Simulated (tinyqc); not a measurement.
Finite-size error of a charged defect in a periodic cell: Madelung and Makov-Payne terms. From finite-size error back to width sigma of the defect charge. Computed by tinyqc, a small Python program. Command: `OMP_NUM_THREADS=1 python tinyqc.py 3000792 3000793 out.jsonl imagecharge inv`. One thread of a shared host (Intel(R) Xeon(R) Processor @ 2.30GHz), about 0.1 s of CPU time with the checks.

L is the cube root of the cell volume. The defect charge is a Gaussian, rho(r) = q (2 pi sigma^2)^(-3/2) exp(-r^2/2 sigma^2), repeated periodically in a uniform neutralising background and screened by a continuum. The model cell energy is E(L) = E_0 + [periodic - isolated electrostatic energy].

Inputs (values chosen for the exercise, with screening close to that of InAs): charge q = -1 e; cell length L = 14.6 angstrom; dielectric constant eps = 15.8; formation energy of the isolated defect E_0 = 1.539 eV.

Supercell lattice: bcc. Screening: isotropic.

Constants: e^2/(4 pi eps_0) = 14.39964548 eV angstrom.

Method. Periodic energy of the Gaussian: (2 pi q^2/V) sum_(G != 0) exp(-sigma^2 G^2)/(G.eps.G) x e^2/(4 pi eps_0), n_i = -k..k with k = max(9, L/sigma rounded up). Isolated energy: q^2/(2 sqrt(pi) sigma) <1/(n.eps.n)> e^2/(4 pi eps_0), the mean over directions n, here 1/eps.

Question. A run gave the result below. Find the width sigma of the defect charge, known to lie between 0.75 and 2.3 angstrom.

finite-size error = -0.08669916 eV

Answer.

Each step takes the trial c = (a f_b - b f_a)/(f_b - f_a), f being the result less the target and a, b, c the logarithms of the listed values; c replaces end b, the old b replaces a if the sign of f changed, and otherwise f_a is halved.

Scan of the range:
```
width sigma of the defect charge (angstrom)  finite-size error (eV)
0.750                                                    -0.0891176
0.904                                                    -0.0886490
1.090                                                    -0.0879665
1.310                                                    -0.0869950
1.580                                                    -0.0855593
1.910                                                    -0.0834402
2.300                                                    -0.0804193
```

False position (Illinois rule, in the logarithm of the input) inside the bracket:
```
step    end a    end b    trial  finite-size error (eV)
1     1.31000  1.58000  1.36158              -0.0867415
2     1.58000  1.36158  1.36885              -0.0867050
3     1.58000  1.36885  1.37083              -0.0866950
4     1.36885  1.37083  1.37000              -0.0866992
5     1.37083  1.37000  1.37000              -0.0866992
```

Finite-size error rises at every point of a 13-point scan of the range (every second point is shown), so one value fits; it is bracketed by 1.31 and 1.58. Answer: width sigma of the defect charge = 1.370 angstrom.
